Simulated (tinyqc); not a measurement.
## Trap density from the barrier height

Problem. In a partly depleted grain with all boundary traps filled, 2 N W = Qt and VB = q N W^2/(2 eps0 eps_r). Find Qt, W and the doping at which VB would equal Vt.

Values chosen for this exercise: temperature T = 300 K; relative permittivity eps_r = 11.7.

Constants: q = 1.602176634e-19 C, kB = 1.380649e-23 J/K, Vt = kB T/q, eps0 = 8.8541878128e-14 F/cm where lengths are in cm. Results are converted to the units shown.

doping = 3e18 cm^-3
barrier height = 0.14235092 V

Solution. Eliminating W gives VB = q Qt^2/(8 eps0 eps_r N), which falls as 1/N.

Qt = 4.700e12 cm^-2
W = 7.833 nm
doping for VB = Vt = 1.652e19 cm^-3

tinyqc, about 0.01 s, one thread, Intel Xeon 2.30GHz (shared host): `OMP_NUM_THREADS=1 python tinyqc.py 2830265 2830266 out.jsonl`
